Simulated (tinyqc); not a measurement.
Transfer-length model of a contact: course of the iteration.

A metal contact of length d and width W on a thin layer of the same width. The metal has no resistance, the sheet resistance under it equals Rsh, and current enters the layer at the front edge x = 0.

A = Lt coth(d/Lt) is solved for Lt, starting from Lt = A. Lt(new) = A tanh(d/Lt).

Stop when Lt changes by less than 1e-9 of itself, or after 40 iterations.

Inputs (values chosen for the exercise):
```
symbol,value,unit,meaning
d,0.012,um,contact length
```

A = 0.682185 um

Course of the iteration:
```
iteration    Lt (um)  relative change
1          0.0119988            0.982
2           0.519578             42.3
3          0.0157527            0.970
4           0.438045             26.8
5          0.0186834            0.957
6           0.386424             19.7
7          0.0211777            0.945
8           0.349880             15.5
9          0.0233880            0.933
...              ...              ...
32          0.198877             3.98
33         0.0411123            0.793
34          0.193650             3.71
35         0.0422193            0.782
36          0.188840             3.47
37         0.0432919            0.771
38          0.184395             3.26
39         0.0443324            0.760
40          0.180274             3.07
```

Did this iteration meet its convergence test, and what does its course show?

No. Not converged within 40 iterations: the values swing above and below the root and close in slowly. The plain step multiplies the error by -2x/sinh(2x) = -0.99 with x = d/Lt = 0.13, which nears -1 for a contact short against Lt. A rerun with the geometric mean of the old value and the plain step converges in 5 iterations, to 0.090212 um.

Program tinyqc, `OMP_NUM_THREADS=1 python tinyqc.py 2760169 2760170 out.jsonl`; Intel Xeon 2.30GHz, shared host, one thread, about 0.01 s.
